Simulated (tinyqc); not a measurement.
Two-step dopant diffusion (predeposition and drive-in) with a constant diffusivity: one step, computed by the program tinyqc.

Fick diffusion into a half space x > 0 whose background doping C_B is of the opposite type, so that a junction lies where C = C_B.

Problem. Sheet resistance. Net dose Q_net = Q erf(x_j/(2 sqrt((Dt)2))) - C_B x_j; R_s = 1/(e mu Q_net), with every dopant ionised and one mobility.

Inputs (values chosen for the exercise, modelled on gallium in silicon):
```
quantity                         value        unit
surface concentration C_s        1e+19      1/cm^3
background doping C_B          2.3e+15      1/cm^3
predeposition temperature T1       900           C
drive-in temperature T2           1100           C
mean mobility in the layer mu      120  cm^2/(V s)
```

dose Q = 1.955786e+13 1/cm^2

junction depth x_j = 0.6447718 um

drive-in budget (Dt)2 = 1.764783e-10 cm^2

Constants: e = 1.602176634e-19 C.

Give: net dose; sheet resistance R_s (Gaussian).

Solution.

net dose = 1.940e+13 1/cm^2

sheet resistance R_s (Gaussian) = 2681 ohm/square

Caution: C_s exceeds the intrinsic carrier density of silicon at the predeposition temperature (2e18 to 1e19 per cm^3), where real diffusivities rise with concentration and profiles turn box-like.
